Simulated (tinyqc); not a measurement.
Cabrera-Mott growth of a thin oxide under its own electric field: one step, computed by the program tinyqc.

Electrons cross the film freely and set a fixed potential V across it; the field V/x lowers the barrier for ions entering the oxide.

Task: Limiting thickness. Growth counts as stopped when u exp(X1/x) falls to 1e-5 angstrom/s: x_L = X1/ln(1e-5/u), defined while u is below that rate; the critical temperature is T_c = W/(k_B ln(u0/1e-5)).

Inputs (values chosen for the exercise, for a model metal): barrier W = 1.18 eV; prefactor u0 = N Omega nu = 1.3e+12 angstrom/s; temperature T = 450 K.

Backward hops: ignored.

u = 0.07916350 angstrom/s

Constants: k_B = 8.617333262e-05 eV/K.

Give: limiting thickness x_L; critical temperature T_c.

Result:

Limiting thickness x_L: none: u exceeds the rate

critical temperature T_c = 347.5 K
